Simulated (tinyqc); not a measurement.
# Transfer-length model of a contact: two studies

A metal contact of length d and width W on a thin layer of the same width. The metal has no resistance, the sheet resistance under it equals Rsh, and current enters the layer at the front edge x = 0.

Parameters, values chosen for the exercise:

| symbol | value | unit | meaning |
|---|---|---|---|
| Rsh | 27 | ohm/sq | sheet resistance of the semiconductor layer |
| rc | 1.4e-8 | ohm cm^2 | specific contact resistivity |
| d | 0.41 | um | contact length |
| W | 1.6 | um | contact width |

Each table varies one quantity; the others keep the values above.

## Effect of the contact length

Transfer length Lt = sqrt(rc/Rsh); front resistance Rc = (Rsh Lt/W) coth(d/Lt); end resistance Re = (Rsh Lt/W)/sinh(d/Lt).

Results:
```
d (um),d/Lt,Rc W (ohm um),rc/d (ohm um),Re/Rc
0.037,0.1625,38.17,37.84,0.9869
0.061,0.2679,23.50,22.95,0.9652
0.1,0.4392,14.89,14.00,0.9108
0.29,1.274,7.193,4.828,0.5190
0.48,2.108,6.332,2.917,0.2394
0.8,3.513,6.159,1.750,0.05955
1.3,5.709,6.148,1.077,0.006632
```

Estimate the missing row, d = 0.17 um.

Computed row:
```
d (um),d/Lt,Rc W (ohm um),rc/d (ohm um),Re/Rc
0.17,0.7466,9.711,8.235,0.7741
```

With this row back in the table: Rc W falls from 38.2 to 6.15 ohm um, as d^(-0.97) between the first two rows. It levels off at sqrt(rc Rsh) = 6.15 ohm um and, among the rows, is within 5 % of that from d = 0.48 um on (Lt = 0.228 um): metal beyond two transfer lengths lowers Rc by less than 4 %.

## Effect of the contact resistivity

Same model as above.

Effect of the contact resistivity:
```
rc (ohm cm^2),Lt (um),d/Lt,Rc W (ohm um)
3.3e-10,0.03496,11.73,0.9439
7.6e-10,0.05305,7.728,1.432
1.7e-9,0.07935,5.167,2.143
4e-9,0.1217,3.368,3.294
9.1e-9,0.1836,2.233,5.072
2.1e-8,0.2789,1.470,8.370
4.8e-8,0.4216,0.9724,15.18
1.1e-7,0.6383,0.6423,30.42
2.5e-7,0.9623,0.4261,64.62
5.7e-7,1.453,0.2822,142.7
```

Rc W rises from 0.944 to 143 ohm um, as rc^(0.50) between the first two rows (d/Lt = 12) and rc^(0.96) between the last two (d/Lt = 0.28); a long contact gives the power 1/2 and a short one 1.

tinyqc, about 0.01 s, one thread, Intel Xeon 2.30GHz (shared host): `OMP_NUM_THREADS=1 python tinyqc.py 2760147 2760148 out.jsonl`
